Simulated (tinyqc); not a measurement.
# Carrier lifetime of a p-type layer with SRH, radiative, Auger and surface recombination: effects of single changes

Uniform excess density dn = dp (no trapping), n = n0 + dn, p = p0 + dn, Boltzmann statistics, full ionisation. Surfaces enter as a rate 2 S dn/d, which holds while diffusion to them is fast.

Parameters, values chosen for the exercise; band and dielectric values close to those of gallium arsenide: temperature T = 300 K; band gap Eg = 1.41 eV; conduction-band density of states at T Nc = 4.47e17 cm^-3; valence-band density of states at T Nv = 9.12e18 cm^-3; radiative coefficient B = 6.95e-10 cm^3/s; acceptor density N = 5.7e14 cm^-3; Auger coefficient (two electrons) Cn = 2.7e-30 cm^6/s; Auger coefficient (two holes) Cp = 8.3e-31 cm^6/s; trap density Nt = 3.9e13 cm^-3; capture cross-section for electrons sn = 3e-17 cm^2; capture cross-section for holes sp = 5e-17 cm^2; thermal velocity (both carriers) vth = 2.2e7 cm/s; trap level below the conduction band Et = 0.68 eV; surface recombination velocity (both faces) S = 1 cm/s; sample thickness d = 300 um.

Constants: q = 1.602176634e-19 C, kB = 1.380649e-23 J/K, Vt = kB T/q. Results are converted to the units shown.

Each table varies one quantity; the others keep the values above.

## Lifetime against injection

ni = sqrt(Nc Nv) exp(-Eg/(2 Vt)), Eg in volts; majority density N/2 + sqrt(N^2/4 + ni^2), n0 p0 = ni^2; n1 = Nc exp(-Et/Vt), p1 = Nv exp((Et - Eg)/Vt); tn0 = 1/(sn vth Nt), tp0 = 1/(sp vth Nt). With e = n p - ni^2 = dn (n0 + p0 + dn): U_SRH = e/(tp0 (n + n1) + tn0 (p + p1)), U_rad = B e, U_Aug = (Cn n + Cp p) e, U_s = 2 S dn/d. Each tau is dn over its rate; tau = dn/U with U the sum.

The same in every row: tau_s (s) = 0.01500.

Result of one run:
```
dn (cm^-3)	tau_SRH (s)	tau_rad (s)	tau_Aug (s)	tau (s)	radiative share (%)	largest path
1e13	3.925e-5	2.481e-6	3.391	2.333e-6	94.04	radiative
```

What becomes of these results when the excess density dn is changed from 1e13 to 1e19 cm^-3, all else the same?

Result of the changed run:
```
dn (cm^-3)	tau_SRH (s)	tau_rad (s)	tau_Aug (s)	tau (s)	radiative share (%)	largest path
1e19	6.216e-5	1.439e-10	2.833e-9	1.369e-10	95.17	radiative
```

The whole series:
```
dn (cm^-3)	tau_SRH (s)	tau_rad (s)	tau_Aug (s)	tau (s)	radiative share (%)	largest path
1e11	3.885e-5	2.524e-6	3.705	2.370e-6	93.89	radiative
1e12	3.889e-5	2.520e-6	3.674	2.366e-6	93.90	radiative
1e13	3.925e-5	2.481e-6	3.391	2.333e-6	94.04	radiative
1e14	4.233e-5	2.148e-6	1.807	2.044e-6	95.16	radiative
1e15	5.370e-5	9.165e-7	0.1591	9.010e-7	98.32	radiative
1e16	6.090e-5	1.361e-7	0.002645	1.358e-7	99.77	radiative
1e17	6.203e-5	1.431e-8	2.813e-5	1.430e-8	99.93	radiative
1e18	6.215e-5	1.438e-9	2.831e-7	1.431e-9	99.49	radiative
1e19	6.216e-5	1.439e-10	2.833e-9	1.369e-10	95.17	radiative
```

Radiative recombination leads at dn = 1e11 and in all other rows. The total lifetime falls from 2.37e-6 to 1.37e-10 s. tau_SRH goes from 3.89e-5 s (low-injection limit 3.89e-5 s) to 6.22e-5 s (high-injection limit tn0 + tp0 = 6.22e-5 s). Between the last two rows tau_rad goes as dn^(-1.00) and tau_Aug as dn^(-2.00); the radiative share goes from 93.9 through a maximum of 99.9 (at dn = 1e17 among the rows listed) to 95.2 %. For dn = 1e18, 1e19 the carriers are degenerate, where B and the Auger coefficients no longer stay constant.

## Effect of the trap level below the conduction band at dn = 2e13 cm^-3

Same model as above.

Here dn = 2e13 cm^-3.

The same in every row: tau_rad (s) = 2.439e-6; tau_Aug (s) = 3.117; tau_s (s) = 0.01500.

Effect of the trap level below the conduction band at dn = 2e13 cm^-3:
```
Et (eV)	tau_SRH (s)	tau (s)	radiative share (%)	largest path
0.06	0.001774	2.435e-6	99.85	radiative
0.22	4.320e-5	2.308e-6	94.64	radiative
0.38	3.965e-5	2.297e-6	94.19	radiative
0.54	3.964e-5	2.297e-6	94.19	radiative
0.7	3.964e-5	2.297e-6	94.19	radiative
0.87	3.964e-5	2.297e-6	94.19	radiative
1.03	3.989e-5	2.298e-6	94.22	radiative
1.19	1.606e-4	2.402e-6	98.49	radiative
1.35	0.05900	2.438e-6	99.98	radiative
```

Radiative recombination leads at Et = 0.06 and in all other rows. tau_SRH goes from 0.00177 through a minimum of 3.96e-5 (at Et = 0.54 and 0.7 and 0.87 among the rows listed) to 0.0590 s and the total lifetime goes from 2.43e-6 through a minimum of 2.30e-6 (at Et = 0.38 to 0.87 among the rows listed) to 2.44e-6 s. tau_SRH is within a factor 1.5 of its lowest value for Et from 0.22 to 1.03 eV; nearer a band edge n1 or p1 outgrows the carrier densities and the trap re-emits what it captured.

tinyqc, about 0.01 s, one thread, Intel Xeon 2.30GHz (shared host): `OMP_NUM_THREADS=1 python tinyqc.py 2300010 2300011 out.jsonl`
